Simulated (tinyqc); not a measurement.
Length of a polyene: Hueckel, PPP and singles CI along the polyenes. Computed by the program tinyqc. Hueckel uses the same beta without repulsion; CIS keeps all single excitations and so misses the low, doubly excited 2Ag state. W is the valence ionisation energy of a centre, MN the Mataga-Nishimoto formula, f the oscillator strength.

All-trans chains of carbon centres 1.40 angstrom apart:
```
parameter,value
"beta (eV), times 1 +/- alternation",-2.580000
alternation,0
W (eV),11.160000
gamma_rr (eV),11.140000
repulsion formula,MN
```

Gaps and excitations (eV):
```
centres,Hueckel gap,PPP orbital gap,bright singlet (CIS),f,lowest triplet (CIS)
2,5.160,10.508,8.056,0.691,2.264
4,3.189,7.876,5.602,1.187,1.237
6,2.296,6.537,4.418,1.715,0.774
8,1.792,5.716,3.709,2.230,0.517
10,1.469,5.158,3.230,2.724,0.355
12,1.244,4.753,2.883,3.193,0.246
14,1.079,4.446,2.619,3.638,0.168
```

What does the comparison show, and why?

The Hueckel gap tends to 4 x alternation x |beta| = 0.00 eV for long chains (zero without alternation, falling as 1/N). Exchange opens the PPP orbital gap, and the attraction of electron and hole brings the bright state 1.83 eV below it at 14 centres; the triplet lies 2.45 eV lower still.
